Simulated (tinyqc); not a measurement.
Space-charge-limited current with shallow traps: one step of the calculation.

One carrier type, drift only, an injecting contact at x = 0 (zero field) and thickness L. The share th = y/(1 + y), y = (Nc/Nt) exp(-Et/kB T), of the injected charge is free: J = q mu n F, eps0 eps_r dF/dx = q (n - n0)/th.

Task. Limits and characteristic voltages. Ohmic J = q n0 mu V/L; Mott-Gurney J = (9/8) th eps0 eps_r mu V^2/L^3; they cross at Vx = 8 q n0 L^2/(9 th eps0 eps_r); traps fill at V_TFL = q Nt L^2/(2 eps0 eps_r).

Inputs (values chosen for the exercise): temperature T = 350 K; relative permittivity eps_r = 4.2; mobility mu = 0.00026 cm^2/(V s); thickness L = 560 nm; band density of states Nc = 1.9e19 cm^-3; trap density Nt = 1.1e17 cm^-3; trap depth Et = 0.2 eV; free carrier density in equilibrium n0 = 4.9e14 cm^-3; voltage V = 5 V.

Constants: q = 1.602176634e-19 C, kB = 1.380649e-23 J/K, Vt = kB T/q, eps0 = 8.8541878128e-14 F/cm where lengths are in cm. Results are converted to the units shown.

Wanted: th; ohmic J; Mott-Gurney J; Vx; V_TFL.

Result.

th = 0.1855
ohmic J = 0.001822 A/cm^2
Mott-Gurney J = 0.002873 A/cm^2
Vx = 3.172 V
V_TFL = 74.31 V

Range of the model: Diffusion and a field-dependent mobility are left out. With injecting contacts the diffusion current, about 4 pi^2 Vt th eps0 eps_r mu V/L^3, equals the Mott-Gurney current at V = 35 kB T/q (0.9 V at 300 K), so the drift-only result needs V well above that.

Numbers from tinyqc (`OMP_NUM_THREADS=1 python tinyqc.py 2370014 2370015 out.jsonl`; about 0.01 s on one thread of a shared Intel Xeon 2.30GHz).
